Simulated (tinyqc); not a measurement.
# Potential-pH (Pourbaix) lines of a metal, its cation, its oxide and an oxyanion, with a complexing ligand, step by step

A worked calculation. Computed by tinyqc, a small Python program that keeps every step. Command: `OMP_NUM_THREADS=1 python tinyqc.py 3015986 3015987 out.jsonl pourb walk`. One thread of a shared host (Intel(R) Xeon(R) Processor @ 2.30GHz), about 0.01 s of CPU time with the checks. Intermediate numbers are printed to about 6 digits and carried at full precision; extremes and crossings named in words are read from the listed rows.

Potentials are against the standard hydrogen electrode; solids and water have unit activity; dG_f of M, H+ and the electron is zero; F = e N_A and s = R T ln(10)/F. The cation carries z = 3.

Inputs (values chosen for the exercise, for a model metal):
```
quantity                                      value      unit
dG_f of the cation                           -490.4    kJ/mol
dG_f of the oxide                           -1597.8    kJ/mol
dG_f of the oxyanion                        -831.08    kJ/mol
dG_f of water                               -237.14    kJ/mol
temperature T                                298.15         K
log10 of the dissolved activity a                -5         -
pH                                              4.3         -
potential E                                    0.72         V
log10 of the stability constant beta of ML      3.8         -
pKa of HL                                         6         -
total ligand c_L                               0.28     mol/L
limiting current density i_L                0.00082    A/cm^2
molar volume V_m                                 10  cm^3/mol
```

Species: M, M3+, M2O3, MO2(-).

exchange current densities, metal and cathodic (A/cm^2): 1.2e-05  5.6e-12

Tafel slopes, anodic and cathodic (mV/decade): 80  155

Constants: R = 8.314462618 J/(mol K); e = 1.602176634e-19 C; N_A = 6.02214076e+23 1/mol.

## Standard potentials

M3+ + 3e = M; (1/2) M2O3 + 3H+ + 3e = M + (3/2) H2O; MO2(-) + 4H+ + 3e = M + 2H2O. For each, E0 = -dG/(z F), and E = E0 + (s/z) log10 a - (s n_H/z) pH, with no activity term for the oxide.

s = 0.0591593 V

E0 (V): cation -1.69421, oxide -1.53111, oxyanion -1.23266

The metal is less noble than hydrogen.

## Vertical lines

Two oxidised species coexist where their lines against the metal cross: pH1 (cation/oxide) = [E0(oxide) - E0(cation)]/s - (log10 a)/z; pH2 (oxide/oxyanion) = {[E0(oxyanion) - E0(oxide)]/s + (log10 a)/z}/(4/z - 1).

pH1 = 4.42361

pH2 = 10.1349

width of the oxide field, pH2 - pH1 = 5.71126

The oxide is stable from pH 4.42 to 10.13; each decade less of dissolved metal narrows this field by 1.33 pH units.

## The stable species at (pH, E)

The metal is stable below the lowest of the three lines; above it, the species of the lowest line is stable. Water lines at 1 bar: hydrogen E = -s pH, oxygen E = -dG_f(water)/(2F) - s pH.

lines at this pH (V): cation -1.79281, oxide -1.78550, oxyanion -1.67044

upper limit of immunity = -1.79281 V

hydrogen line = -0.254385 V

oxygen line = 0.974506 V

E above the limit of immunity = 2.51281 V

Stable here: the cation (corrosion). Water itself can oxidise the metal at this pH. Caution: other oxidation states, hydroxides and hydrides are left out, and the lines say nothing of rates.

## A complexing ligand

The free ligand is c_L/(1 + 10^(pKa - pH)) (ligand in excess); dissolved metal is a in all, so the free cation is a/alpha, alpha = 1 + beta [L]; the cation line drops by (s/z) log10 alpha.

free ligand = 0.00547745 mol/L

log10 alpha = 1.55097

cation line with ligand = -1.82340 V

that line less the oxide line = -0.0378975 V

With the ligand the dissolved state lies below the oxide: the oxide dissolves at this pH.

## Mixed potential with oxygen reduction

Anodic i = i0a 10^((E - E_a)/b_a) with E_a the cation line with ligand; cathodic i = i0c 10^((E_c - E)/b_c) with E_c the oxygen line; supply caps the cathodic current, 1/i_c = 1/i(Tafel) + 1/i_L. E_corr makes the two currents equal. Without the cap it would be [b_c E_a + b_a E_c + b_a b_c log10(i0c/i0a)]/(b_a + b_c). Rate = i V_m/(z F). Films are left out.

E_corr without the cap = -1.20498 V

corrosion potential E_corr = -1.67663 V

corrosion current density = 8.20000e-04 A/cm^2

i/i_L = 1.000000

etch rate = 16.9974 nm/min

The current sits at the supply limit: stirring or more oxidant, not the ligand, sets the rate. Caution: E_corr lies below the hydrogen line, so hydrogen evolution, left out here, adds cathodic current.

## The diagram with and without ligand

The formulas are those given above.

Lines against the metal (V); the species with the lowest line is stable above it:
```
pH    cation     oxide  oxyanion  stable above  cation with ligand  stable above, ligand
0   -1.79281  -1.53111  -1.33126        cation            -1.79283             dissolved
2   -1.79281  -1.64943  -1.48901        cation            -1.79420             dissolved
4   -1.79281  -1.76775  -1.64677        cation            -1.81780             dissolved
5   -1.79281  -1.82691  -1.72565         oxide            -1.83636             dissolved
6   -1.79281  -1.88607  -1.80453         oxide            -1.85092                 oxide
7   -1.79281  -1.94523  -1.88341         oxide            -1.85603                 oxide
8   -1.79281  -2.00439  -1.96229         oxide            -1.85676                 oxide
9   -1.79281  -2.06355  -2.04117         oxide            -1.85684                 oxide
10  -1.79281  -2.12271  -2.12005         oxide            -1.85685                 oxide
12  -1.79281  -2.24103  -2.27781      oxyanion            -1.85685              oxyanion
14  -1.79281  -2.35934  -2.43556      oxyanion            -1.85685              oxyanion
```

Without ligand the oxide holds 6 of the eleven rows (pH 5 to 10), with it 5 (pH 6, 7, 8, 9, 10). The ligand acts once beta [L] exceeds 1, from pH = pKa - log10(beta c_L) = 2.8 on; its line then falls by at most s/z per pH unit and flattens beyond pKa, 0.064 V below the free cation at most. The oxide line falls faster, by s per pH unit, so the oxide takes over again at higher pH.

Checks made by the program: the lines cross at pH1 and pH2 (relative difference below 1e-10).
